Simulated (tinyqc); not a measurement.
# Junction parameters from two forward currents

Question. D(v) = J1 (exp(v/Vt) - 1) + J2 (exp(v/(2 Vt)) - 1). Find J1, J2 and the voltage 2 Vt ln(J2/J1) near which both parts are equal.

Values chosen for this exercise:
```
symbol,value,unit,meaning
T,300,K,temperature
```

Constants: q = 1.602176634e-19 C, kB = 1.380649e-23 J/K, Vt = kB T/q. Results are converted to the units shown.

junction voltages (V): 0.26  0.67
currents (uA/um): 3.4427346e-7  0.19899704

Solution. The current is linear in J1 and J2, so two points give two equations.

J1 = 1.100e-12 uA/um
J2 = 2.100e-9 uA/um
crossover = 0.3906 V

Program tinyqc, `OMP_NUM_THREADS=1 python tinyqc.py 2182234 2182235 out.jsonl`; Intel Xeon 2.30GHz, shared host, one thread, about 0.2 s.
